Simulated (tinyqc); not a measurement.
## True capacitance, leakage and series resistance from two frequencies

Problem. A capacitance C in parallel with G and in series with Rs is measured as Cp and D = Gp/(w Cp) at two frequencies. The series reading Cs = Cp (1 + D^2) equals C + G^2/(w^2 C), and Re Z = D/(w Cp (1 + D^2)) = Rs + G/(G^2 + w^2 C^2). Find C, G and Rs.

f (Hz): 10000  30000
Cp (pF): 88.9034777  88.9033422
D: 3.85700686  1.28683475

Answer. w^2 Cs = w^2 C + G^2/C is a straight line in w^2 with slope C; the intercept gives G, and the real part then gives Rs.

C = 89.20 pF
G = 21.58 uS
Rs = 78.00 ohm

tinyqc, about 0.01 s, one thread, Intel Xeon 2.30GHz (shared host): `OMP_NUM_THREADS=1 python tinyqc.py 2022194 2022195 out.jsonl`
